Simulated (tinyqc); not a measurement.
Energy and delay of logic against supply voltage: two steps of the calculation.

One expression serves below and above threshold: I(Vg) = Ik [ln(1 + exp((Vg - VT + dd V)/(al nf Vt)))]^al, with I_on = I(V) and I_off = I(0). Gate delay td = kd C V/I_on, clock period LD td. Per gate and cycle the switching energy is act C V^2 and the leakage energy I_off V LD td. No short-circuit current, no variation. Minima are sought above 0.09 V; below a few Vt gates no longer switch and the model has no meaning.

Inputs (values chosen for the exercise); values of the order met in logic technologies: temperature T = 300 K; threshold voltage at zero drain bias VT = 0.2 V; slope factor nf = 1.38; barrier lowering per volt of supply dd = 0.07; specific current of a gate Ik = 1.1 uA; exponent of the current law al = 1.48; load capacitance of a gate C = 0.39 fF; delay factor kd = 0.9; logic depth LD = 16; activity factor act = 0.05; supply voltage V = 1 V.

Constants: q = 1.602176634e-19 C, kB = 1.380649e-23 J/K, Vt = kB T/q. Results are converted to the units shown.

Question 1. Currents, delay and energies. I_on, I_off, td, clock frequency 1/(LD td), both energies and their sum.

Give: I_on; I_off; td; clock frequency; switching energy; leakage energy; energy.

Answer 1.

I_on = 69.56 uA
I_off = 27.06 nA
td = 5.046 ps
clock frequency = 12.39 GHz
switching energy = 19.50 aJ
leakage energy = 2.185 aJ
energy = 21.68 aJ

I_on/I_off = 2570; leakage makes up 10.1 % of the energy.

Question 2. New V. Minimum-energy supply: E(V) is the energy per gate and cycle; with h = 0.001 V, E' = (E(V + h) - E(V - h))/(2 h), E'' = (E(V - h) - 2 E(V) + E(V + h))/h^2, V(new) = V - E'/E''.

V after iteration 1 = 0.22338482 V

Find: E'; E''; V after iteration 2.

Answer 2.

E' = -0.52902 aJ/V
E'' = 183.26 aJ/V^2
V after iteration 2 = 0.22627 V

Computed by the program tinyqc: `OMP_NUM_THREADS=1 python tinyqc.py 2082032 2082033 out.jsonl`, one thread of a shared Intel Xeon 2.30GHz, about 0.01 s for the whole run.
